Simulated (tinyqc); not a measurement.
AlGaN/GaN HEMT with access regions, lumped model: one step of the calculation.

A polarisation-induced electron sheet under a Schottky gate, in series with two ungated access regions and contacts. Drift law v = mu E/(1 + mu E/vs) under the gate. Currents in mA/mm, resistances in ohm mm. No self-heating, no channel-length modulation; fits for polarisation, barrier and offset are chosen for the exercise.

Problem. On-resistance and breakdown. sigma = (5e13 x + 1.6e13 x^2) cm^-2, phiB = 0.84 + 1.3 x, dEc = 0.7 (1.71 x + x^2) in volts, Cb = eps0 eps_r/d, VT = phiB - dEc - q sigma/Cb, access density n0 = -Cb VT/q. Ron = 2 Rc + Ls/(q mu n0) + Ld/(q mu (1 - ft) n0) + Lg/(mu Cb (Vg - VT)). Off state: a depleted stretch that holds the voltage V has the peak field sqrt(k V), k = 2 q n0/(eps0 eps_r te), so one edge holds V1 = Ec^2/k. The sheet under the plate pinches off at Vf = q n0 (1/Cb + tf/(eps0 ei)); beyond it the gate edge is screened. BV = V1 if Vf >= V1, else Vf + V1, and at most Ec Ld. Specific resistance Ron (Ls + Lg + Ld); figure of merit BV^2 over it.

Inputs (values chosen for the exercise); values close to those of AlGaN/GaN structures:

| symbol | value | unit | meaning |
|---|---|---|---|
| x | 0.24 |  | aluminium share of the barrier |
| d | 18 | nm | barrier thickness |
| eps_r | 9.3 |  | relative permittivity of barrier and channel |
| mu | 1900 | cm^2/(V s) | channel mobility |
| vs | 1.1e7 | cm/s | saturation velocity |
| Lg | 0.25 | um | gate length |
| Ls | 2 | um | source access length |
| Ld | 16 | um | drain access length |
| Rc | 0.36 | ohm mm | resistance of each contact |
| ft | 0.24 |  | share of the drain-access electrons removed by traps |
| Vg | 0 | V | gate voltage |
| Ec | 3.1 | MV/cm | critical field |
| te | 0.45 | um | depth over which the depleted charge spreads |
| tf | 300 | nm | insulator under the field plate |
| ei | 7.5 |  | relative permittivity of that insulator |

Constants: q = 1.602176634e-19 C, eps0 = 8.8541878128e-14 F/cm where lengths are in cm. Results are converted to the units shown.

Find: Ron; Vf; V1; BV; specific resistance; figure of merit.

Solution.

Ron = 7.9637 ohm mm
Vf = 80.191 V
V1 = 105.16 V
BV = 185.35 V
specific resistance = 1.4534 mohm cm^2
figure of merit = 23.638 MW/cm^2

The plate raises BV by a factor of 1.76.

Computed by the program tinyqc: `OMP_NUM_THREADS=1 python tinyqc.py 2570124 2570125 out.jsonl`, one thread of a shared Intel Xeon 2.30GHz, about 0.03 s for the whole run.
